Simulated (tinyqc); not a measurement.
# Trench capacitor in an array: capacitance, non-linearity, leakage and relaxation, step by step

Numbers from tinyqc (`OMP_NUM_THREADS=1 python tinyqc.py 2102170 2102171 out.jsonl`; about 0.01 s on one thread of a shared Intel Xeon 2.30GHz). Printed values are rounded.

A film between two metal electrodes, each interface adding a series capacitance ci. The small-signal permittivity is ek (1 + aq E^2); the field is found with the linear permittivity. Leakage J = J0 sinh(E/Ef). After a voltage step the film passes a relaxation current kr C V tt^(-nr), tt being the time in seconds. The sidewall is a coaxial capacitor with radii a = dm/2 - t and b = dm/2, depth AR dm; the end face is left out.

Parameters, values chosen for the exercise; permittivity of the order of that of strontium titanate:
```
symbol,value,unit,meaning
ek,157,,relative permittivity of the film
t,21,nm,film thickness
ci,1000,uF/cm^2,capacitance of each electrode interface (dead layer and screening)
aq,-0.057,cm^2/MV^2,quadratic field coefficient of the permittivity
V,1,V,bias
J0,5.6e-11,A/cm^2,leakage prefactor
Ef,0.4,MV/cm,field for an e-fold rise of the leakage
dm,150,nm,diameter of the hole
AR,20,,"aspect ratio, depth over diameter"
pt,210,nm,pitch of the square array
rho,380,uohm cm,resistivity of the inner electrode
```

Constants: eps0 = 8.8541878128e-14 F/cm where lengths are in cm. Results are converted to the units shown.

## Planar capacitance, field and non-linearity

Planar film: Cf = eps0 ek/t, 1/C = 1/Cf + 2/ci, EOT = 3.9 eps0/C, effective permittivity C t/eps0, E = (V/t) C/Cf; quadratic coefficient [C(V)/C - 1]/V^2 with Cf (1 + aq E^2) in C(V).

Cf = 6.619559 uF/cm^2
C = 6.533067 uF/cm^2
EOT = 0.5285623 nm
effective permittivity = 154.9486
E = 0.4699685 MV/cm
quadratic coefficient = -12427.16 ppm/V^2
J = 8.201325e-11 A/cm^2

The interfaces take 1.31 % of the voltage.

## Cell capacitance, fields and time constant

Per length 1/c = ln(b/a)/(2 pi eps0 ek) + (1/a + 1/b)/(2 pi ci); cell capacitance c AR dm; per footprint over pt^2; fields c V/(2 pi eps0 ek r) at r = a and b; resistance of the inner electrode rho AR dm/(pi a^2); time constant R C/3 of the distributed line.

a = 54 nm
b = 75 nm
cell capacitance = 78.70353 fF
capacitance per footprint = 178.4661 uF/cm^2
field at a = 0.5562256 MV/cm
field at b = 0.4004824 MV/cm
R = 1.244421 kohm
R C/3 = 32.64678 ps

The array gives 27.3 times the planar capacitance per footprint; curvature makes the field at the inner electrode 1.18 times the planar value.
